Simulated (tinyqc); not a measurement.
# Scale length and length offset from two DIBL values

Question. DIBL = exp(-Le/(2 l)) + 2 exp(-Le/l) with Le = L - dL. Find l, dL and the drawn length for a DIBL of 100 mV/V.

DIBL at drawn lengths 55 and 80 nm (mV/V): 74.604699  19.087131

Solution. With e = exp(-Le/(2 l)), 2 e^2 + e = DIBL gives e and so Le/l at each length; Le/l is a straight line in L with slope 1/l.

l = 9.80 nm
dL = 1.70 nm
length for 100 mV/V = 49.9 nm

Numbers from tinyqc (`OMP_NUM_THREADS=1 python tinyqc.py 2002198 2002199 out.jsonl`; about 0.01 s on one thread of a shared Intel Xeon 2.30GHz).
